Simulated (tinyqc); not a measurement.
Access strength from the read disturbance.

Problem. Transistor (EKV form, voltages against the body): I = 2 n b Vt^2 [F(vp - Vs) - F(vp - Vd)] from drain to source, F(v) = ln^2(1 + exp(v/(2 Vt))), vp = (Vg - VT + sg |Vd - Vs|)/n. n-channel bodies are at 0; for the p-channel device all voltages are counted down from Vdd. b in uA/V^2 gives I in uA. In an SRAM read the low node Q obeys In(gate QB, drain Q) = Ip(gate QB, drain Q) + Ia, where the access transistor (threshold VTn) has its gate and drain at Vdd and its source at Q. Find Ia, ba and the cell ratio bn/ba.

Values chosen for this exercise:
```
symbol  value    unit                                  meaning
T         250       K                              temperature
Vdd       1.2       V                           supply voltage
n        1.25                                     slope factor
sg      0.097                   drain-induced barrier lowering
VTn      0.27       V                      n-channel threshold
VTp      0.27       V          p-channel threshold (magnitude)
bn        470  uA/V^2  gain factor of the pull-down transistor
bp        190  uA/V^2    gain factor of the pull-up transistor
```

Constants: q = 1.602176634e-19 C, kB = 1.380649e-23 J/K, Vt = kB T/q. Results are converted to the units shown.

Q and QB in the read (V): [0.16504851, 1.1975786]

Answer. The node equation gives Ia, which is proportional to ba.

Ia = 65.19 uA
ba = 240.0 uA/V^2
cell ratio = 1.958

Program tinyqc, `OMP_NUM_THREADS=1 python tinyqc.py 2340003 2340004 out.jsonl`; Intel Xeon 2.30GHz, shared host, one thread, about 0.1 s.
